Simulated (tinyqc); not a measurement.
Ways to converge the cycle: SCF convergence aids in the sto-3g basis, for Be+, spin multiplicity 2. Computed by the program tinyqc with PySCF. 

Geometry (angstrom):

| atom | x | y | z |
|---|---|---|---|
| Be | 0.0000 | 0.0000 | 0.0000 |

lowest solution found by these runs and by PySCF with stability checks = -14.097843 hartree

UHF with one setting changed at a time; a run stops when the energy changes by less than 1e-09 hartree and the error matrix is below 1e-5. The start is the Wolfsberg-Helmholz matrix. Damping d keeps d of the old density; a shift (hartree) raises the virtual levels; DIIS n extrapolates F over n matrices.

Largest element of the error matrix X^T (FDS - SDF) X:

| iteration | plain | damping 0.3 | damping 0.6 | shift 0.4 | DIIS 3 | DIIS 8 |
|---|---|---|---|---|---|---|
| 1 | 5.4e-02 | 5.4e-02 | 5.4e-02 | 5.4e-02 | 5.4e-02 | 5.4e-02 |
| 2 | 5.3e-03 | 2.0e-02 | 3.4e-02 | 9.0e-03 | 5.3e-03 | 5.3e-03 |
| 3 | 5.4e-04 | 7.3e-03 | 2.2e-02 | 1.5e-03 | 5.7e-05 | 5.7e-05 |
| 4 | 5.6e-05 | 2.7e-03 | 1.4e-02 | 2.6e-04 | 5.5e-07 | 5.5e-07 |
| 5 | 5.9e-06 | 1.0e-03 | 9.0e-03 | 4.5e-05 | 3.7e-11 | 2.4e-07 |
| 6 | - | 3.7e-04 | 5.7e-03 | 7.9e-06 | - | - |
| 8 | - | 5.1e-05 | 2.4e-03 | - | - | - |
| 10 | - | 7.1e-06 | 9.6e-04 | - | - | - |
| 14 | - | 1.4e-07 | 1.6e-04 | - | - | - |
| 20 | - | - | 1.1e-05 | - | - | - |

How each run ends:

| run | iterations | E (hartree) | state |
|---|---|---|---|
| plain | 5 | -13.951030 | higher |
| damping 0.3 | 14 | -13.951030 | higher |
| damping 0.6 | 28 | -13.951030 | higher |
| shift 0.4 | 6 | -13.951030 | higher |
| DIIS 3 | 5 | -13.951030 | higher |
| DIIS 8 | 5 | -13.951030 | higher |

No run reaches the lowest solution found. Ending on a higher stationary point: plain, damping 0.3, damping 0.6, shift 0.4, DIIS 3, DIIS 8; a small error matrix cannot reveal that, and an occupation fixed by the start is kept by symmetry or by the shape of the basin. Plain steps already contract here, so damping only slows them.
